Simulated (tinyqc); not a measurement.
# LED efficiency against current

ABC model of an LED: J = q da (A n + Ba n^2 + Ca n^3), IQE = Ba n^2/(A n + Ba n^2 + Ca n^3), differential lifetime 1/(A + 2 Ba n + 3 Ca n^2).

Parameters, values chosen for the exercise:

| symbol | value | unit | meaning |
|---|---|---|---|
| A | 3.6e5 | 1/s | defect coefficient of the active layer |
| Ba | 1.3e-11 | cm^3/s | radiative coefficient of the active layer |
| Ca | 6.2e-30 | cm^6/s | Auger coefficient of the active layer |
| da | 21 | nm | thickness of the active layer |

Constants: q = 1.602176634e-19 C. Results are converted to the units shown.

Results:

| J (A/cm^2) | n (cm^-3) | IQE (%) | defect share (%) | Auger share (%) | differential lifetime (ns) |
|---|---|---|---|---|---|
| 0.001 | 6.653e15 | 19.36 | 80.58 | 0.06142 | 1873 |
| 0.004 | 1.936e16 | 40.99 | 58.63 | 0.3785 | 1149 |
| 0.08 | 1.191e17 | 77.56 | 18.03 | 4.406 | 268.8 |
| 0.3 | 2.362e17 | 81.31 | 9.535 | 9.157 | 132.7 |
| 1 | 4.247e17 | 78.88 | 5.144 | 15.98 | 67.77 |
| 5 | 8.866e17 | 68.77 | 2.148 | 29.08 | 26.29 |
| 20 | 1.602e18 | 56.14 | 0.9703 | 42.89 | 11.14 |
| 90 | 2.925e18 | 41.59 | 0.3937 | 58.02 | 4.245 |

Estimate the missing row, J = 0.02 A/cm^2.

Computed row:

| J (A/cm^2) | n (cm^-3) | IQE (%) | defect share (%) | Auger share (%) | differential lifetime (ns) |
|---|---|---|---|---|---|
| 0.02 | 5.461e16 | 65.23 | 33.07 | 1.699 | 544.8 |

With this row back in the table: The IQE goes from 19.4 through a maximum of 81.3 (at J = 0.3 A/cm^2 among the rows listed) to 41.6 %. The exact peak, Q/(Q + 2) = 81.3 % with Q = Ba/sqrt(A Ca) = 8.70, lies at n = sqrt(A/Ca) = 2.41e17 cm^-3, J = 0.312 A/cm^2, where the defect and Auger shares are equal. n goes as J^(0.77) at the low end and J^(0.40) at the high end.

Numbers from tinyqc (`OMP_NUM_THREADS=1 python tinyqc.py 2300008 2300009 out.jsonl`; about 0.01 s on one thread of a shared Intel Xeon 2.30GHz).
